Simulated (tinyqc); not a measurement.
A short-path metal as competitor: size effects in the resistivity of thin metal films and interconnect lines. Computed by tinyqc, a small Python program. Command: `OMP_NUM_THREADS=1 python tinyqc.py 3007134 3007135 out.jsonl size walk`. One thread of a shared host (Intel(R) Xeon(R) Processor @ 2.30GHz), about 0.01 s of CPU time with the checks.

Electrons lose their drift at surfaces (a share 1 - p of the hits) and at grain boundaries (reflection R), besides bulk scattering. The line sits in a trench with a non-conducting liner on both walls and the bottom; the spacing equals the drawn width.

Inputs (values chosen for the exercise, modelled on aluminium):
```
quantity                                   value         unit
bulk resistivity rho_b                      2.55  microohm cm
bulk mean free path lambda                  18.5           nm
specularity p                                  0            -
grain-boundary reflection R                 0.41            -
grain size over metal width                  0.7            -
aspect ratio (height over width)             1.4            -
liner thickness t                            2.8           nm
competitor: rho_b relative to this metal     4.6            -
competitor: lambda relative to this metal   0.15            -
competitor: liner relative to t                0            -
```

Geometry: line.

Method:
- Fuchs-Sondheimer film: rho_b/rho = 1 - (3/(2 kappa))(1 - p) int_0^1 (s - s^3)(1 - exp(-kappa/s))/(1 - p exp(-kappa/s)) ds, f = rho/rho_b, kappa = thickness/lambda, 80 Gauss-Legendre points.
- Line: the excess of a film of thickness w_m and of a film of thickness h_m are added, rho/rho_b = 1 + (f(w_m) - 1) + (f(h_m) - 1), an estimate that holds best when both sides exceed lambda.
- Mayadas-Shatzkes: alpha = (lambda/D) R/(1 - R); rho_b/rho = 1 - 3 alpha/2 + 3 alpha^2 - 3 alpha^3 ln(1 + 1/alpha).
- w_m = w - 2t, h_m = (aspect ratio) w - t, D = (ratio) w_m; rho = rho_b [1 + surface excess + grain excess].
- Effective resistivity rho (aspect ratio) w^2/(w_m h_m) for the metal with its liner, for the same metal without liner, and for a competitor with its own rho_b, lambda and liner, and for that competitor with the liner t; p, R, aspect and grain ratios are the same.

Effective resistivity (microohm cm):
```
w (nm)  this metal  without liner  competitor  competitor, liner t
200          3.181          3.048      12.076               12.559
100          3.892          3.546      12.421               13.466
50           5.617          4.557      13.108               15.561
30           8.725          5.924      14.022               19.098
20          14.476          7.632      15.166               25.266
14          27.184          9.807      16.643               38.106
10          66.568         12.660      18.627               75.268
```

The competitor wins below a width between 20.0 and 14.0 nm. In narrow lines rho scales as rho_b lambda/w, and the product rho_b lambda of the competitor is 0.69 times this metal's. At the narrowest width the liner costs this metal a factor 5.26. With the same liner the competitor wins nowhere in the table; at the narrowest width the thinner liner lowers it from 75.3 to 18.6. Rows with w - 2t below lambda stretch the additive estimate. Metal widths below about 5 nm are outside this semiclassical model.

Extremes, crossings and ranges named in words are read from the listed rows.
